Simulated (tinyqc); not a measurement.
Raman shift of the zone-centre optical phonon of a diamond-structure crystal under stress: one step, computed by the program tinyqc. Command: `OMP_NUM_THREADS=1 python tinyqc.py 3013136 3013137 out.jsonl ramanstress walk`. One thread of a shared host (Intel(R) Xeon(R) Processor @ 2.30GHz), about 0.01 s of CPU time with the checks.

Axes x, y, z are the cube axes. Strain shifts the threefold optical mode and can split it; p, q and r are the phonon deformation potentials.

Question. Heating mistaken for stress. A temperature above 300 K shifts the line by (d omega/dT)(T - 300 K); divided by the shift per stress it poses as a stress; the total shift adds it to the shift of the observed line. The anti-Stokes to Stokes ratio is [(omega_L + omega_0)/(omega_L - omega_0)]^3 exp(-h c omega_0/(k_B T)) in photon counts, omega_L = 1/wavelength, resonance effects left out.

Inputs (values chosen for the exercise, modelled on germanium): unstrained frequency omega_0 = 300.2 1/cm; temperature coefficient d omega/dT = -0.016 1/(cm K); local temperature T = 360 K; laser wavelength = 532 nm.

Stress state: uniaxial. Axis: [111].

shift per stress = -1.219023 1/(cm GPa)

shift of the observed line = 0.2316144 1/cm

Constants: h = 6.62607015e-34 J s; c = 299792458 m/s; k_B = 1.380649e-23 J/K.

Give: thermal shift; apparent stress from heating; total shift; anti-Stokes/Stokes ratio.

Answer.

thermal shift = -0.96 1/cm

apparent stress from heating = 0.78752 GPa

total shift = -0.72839 1/cm

anti-Stokes/Stokes ratio = 0.33156

Caution: this stress has components normal to the (001) face, so it cannot reach a free (001) surface; it can act on buried material.
